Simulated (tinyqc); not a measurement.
Inside a calculation. Method: Hubbard ring of 6 sites. Computed by tinyqc, a small Python program that keeps every step. Settings: hopping = 0.89, U = 8.0, mixing = 1, iteration cap = 63. Command: `OMP_NUM_THREADS=1 python tinyqc.py 27425 27426 out.jsonl` (the two numbers bound the seeds that draw the settings). One thread of a shared host (Intel(R) Xeon(R) Processor @ 2.60GHz), about 0.2 s of CPU time with the checks.

one-body matrix (hopping and site energies) (eV), lower triangle:
```
         1        2        3        4        5       6
1  -0.2000
2  -0.8900  -0.9300
3   0.0000  -0.8900  -0.3000
4   0.0000   0.0000  -0.8900  -0.7100
5   0.0000   0.0000   0.0000  -0.8900   0.9500
6  -0.8900   0.0000   0.0000   0.0000  -0.8900  0.5700
```

U = 8.0000 eV

electrons, up and down: 3  1

n(up) at the start (a guess, not normalised): 1 0.5500, 2 0.4500, 3 0.5500, 4 0.4500, 5 0.5500, 6 0.4500

n(down) at the start (a guess): 1 0.1170, 2 0.2170, 3 0.1170, 4 0.2170, 5 0.1170, 6 0.2170

Each step fills the lowest levels of T + U n(other spin) and sets n(new) = n + mixing (n(out) - n); stop when output and input agree to 1e-8.

Course of the cycle:
```
iteration     E (eV)  largest |n(out) - n(in)|  mean |n_up - n_down|
1          -1.667367                  2.64e-01                0.3333
2          -0.116507                  5.68e-01                0.3551
3           0.196516                  8.61e-01                0.4124
4           0.114234                  9.15e-01                0.4307
5           0.728084                  9.58e-01                0.4157
6          -0.147776                  9.58e-01                0.4207
7           0.800958                  9.61e-01                0.4149
8          -0.178478                  9.61e-01                0.4114
9           0.823433                  9.61e-01                0.4141
10         -0.184614                  9.61e-01                0.4076
11          0.831114                  9.61e-01                0.4138
...              ...                       ...                   ...
53          0.835381                  9.61e-01                0.4137
54         -0.187654                  9.61e-01                0.4077
55          0.835381                  9.61e-01                0.4137
56         -0.187654                  9.61e-01                0.4077
57          0.835381                  9.61e-01                0.4137
58         -0.187654                  9.61e-01                0.4077
59          0.835381                  9.61e-01                0.4137
60         -0.187654                  9.61e-01                0.4077
61          0.835381                  9.61e-01                0.4137
62         -0.187654                  9.61e-01                0.4077
63          0.835381                  9.61e-01                0.4137
```

Can the last value be used, and what does the course show?

Not by the stop rule. Not converged within 63 iterations: the residual has stopped falling: the iteration swings between two states. The lowest mean-field energy found from random starts is -3.86462 eV. Reruns (cap 100 unless said): mixing 0.2: not converged; mixing 0.5: converged in 48 to a higher stationary point (E = -3.83593); mixing 0.9: not converged; the original settings with a cap of 400: not converged.
